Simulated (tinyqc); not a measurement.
Inside a calculation. Model: charge pumping in an n-channel transistor.

Computed by the program tinyqc: `OMP_NUM_THREADS=1 python tinyqc.py 2030122 2030123 out.jsonl`, one thread of a shared Intel Xeon 2.30GHz, about 0.01 s for the whole run. Printed values are rounded.

The gate is pulsed from accumulation to inversion and back. Energies E are counted from the intrinsic level; Dit(E) = D0 [1 + b (2 E/Eg)^2]. During each edge the traps near the bands emit their carriers, and those between Eh and Ee recombine once a cycle.

Parameters, values chosen for the exercise; band and dielectric values close to those of silicon:
```
symbol,value,unit,meaning
T,200,K,temperature
Eg,1.12,eV,band gap
Nc,1.51e19,cm^-3,conduction-band density of states at 200 K
Nv,1.45e19,cm^-3,valence-band density of states at 200 K
A,5.4,um^2,gate area
D0,2e11,cm^-2 eV^-1,trap density at midgap
b,7.5,,rise of the trap density towards the band edges
sn,5.9e-16,cm^2,cross-section for electrons
sp,3.4e-15,cm^2,cross-section for holes
vth,1.5e7,cm/s,"thermal velocity at 200 K, one nominal value for electrons and holes"
dV,0.56,V,Vth - Vfb
Va,2.6,V,pulse height
f,1.3e5,Hz,frequency
tr,250,ns,rise time
tf,850,ns,fall time
```

Constants: q = 1.602176634e-19 C, kB = 1.380649e-23 J/K, Vt = kB T/q. Results are converted to the units shown.

Range of the model: The Fermi levels of inversion and accumulation are taken to lie beyond Ee and Eh, the flat tops to fill all traps, and no geometric current is added.

## Emission levels

ni = sqrt(Nc Nv) exp(-Eg/(2 Vt)), Eg in volts; emission times te = (dV/Va) tf and th = (dV/Va) tr; Ee = -Vt ln(vth sn ni te), Eh = +Vt ln(vth sp ni th).

ni = 1.144969e5 cm^-3
te = 183.0769 ns
th = 53.84615 ns
Ee = 0.3861928 eV
Eh = -0.3770992 eV

The window covers 68.2 % of the gap.

## Pumped charge and current

Nit = integral of Dit from Eh to Ee = D0 [Ee - Eh + 4 b (Ee^3 - Eh^3)/(3 Eg^2)], Qcp = q A Nit, Icp = f Qcp.

Nit = 3.299920e11 cm^-2
mean Dit = 4.323273e11 cm^-2 eV^-1
traps pumped a cycle = 17819.57
Icp = 371.1512 pA
